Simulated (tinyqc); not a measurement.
Hueckel theory of the pi electrons, for the molecule C1=CC2=CC=CC2=C1 (SMILES; centres numbered as the heavy atoms are written), step by step. One step of it, computed by the program tinyqc.

Question. Energy, charges, bond orders. E = sum n x; q_r = z_r - P_rr; bond order p = P_rs; free valence = sqrt(3) - sum of p over the bonds of the atom.

x values: 2.342923  1.414214  1.000000  0.470683  0.000000  -1.414214  -1.813607  -2.000000

occupations: 2.000000  2.000000  2.000000  2.000000  0.000000  0.000000  0.000000  0.000000

charge and bond-order matrix P:
```
           1C         2C         3C         4C         5C         6C         7C         8C
1C   1.173210   0.649887  -0.210643  -0.057220   0.173210  -0.057220  -0.210643   0.649887
2C   0.649887   0.814617   0.524345   0.314617  -0.057220  -0.352050  -0.142321   0.147950
3C  -0.210643   0.524345   1.197556   0.524345  -0.210643  -0.142321   0.530889  -0.142321
4C  -0.057220   0.314617   0.524345   0.814617   0.649887   0.147950  -0.142321  -0.352050
5C   0.173210  -0.057220  -0.210643   0.649887   1.173210   0.649887  -0.210643  -0.057220
6C  -0.057220  -0.352050  -0.142321   0.147950   0.649887   0.814617   0.524345   0.314617
7C  -0.210643  -0.142321   0.530889  -0.142321  -0.210643   0.524345   1.197556   0.524345
8C   0.649887   0.147950  -0.142321  -0.352050  -0.057220   0.314617   0.524345   0.814617
```

Centres:
```
centre  z_r, pi electrons of the neutral centre         h
1C                                            1  0.000000
2C                                            1  0.000000
3C                                            1  0.000000
4C                                            1  0.000000
5C                                            1  0.000000
6C                                            1  0.000000
7C                                            1  0.000000
8C                                            1  0.000000
```

Bonds:
```
i  j  k
1  2  1
2  3  1
3  4  1
4  5  1
5  6  1
6  7  1
7  8  1
8  1  1
7  3  1
```

Give: pi energy = 8 alpha + this times beta; pi charges; Bond orders and lengths from R = 1.517 - 0.180 p; free valence of the carbons; gap between the highest filled and the next level.

Answer.

pi energy = 8 alpha + this times beta = 10.4556

pi charges: 1C -0.1732, 2C 0.1854, 3C -0.1976, 4C 0.1854, 5C -0.1732, 6C 0.1854, 7C -0.1976, 8C 0.1854

Bond orders and lengths from R = 1.517 - 0.180 p (angstrom, C-C alone):
```
bond       p       R
1-2   0.6499  1.4000
2-3   0.5243  1.4226
3-4   0.5243  1.4226
4-5   0.6499  1.4000
5-6   0.6499  1.4000
6-7   0.5243  1.4226
7-8   0.5243  1.4226
8-1   0.6499  1.4000
7-3   0.5309  1.4214
```

free valence of the carbons: 1C 0.4323, 2C 0.5578, 3C 0.1525, 4C 0.5578, 5C 0.4323, 6C 0.5578, 7C 0.1525, 8C 0.5578

gap between the highest filled and the next level = 0.4707 |beta|
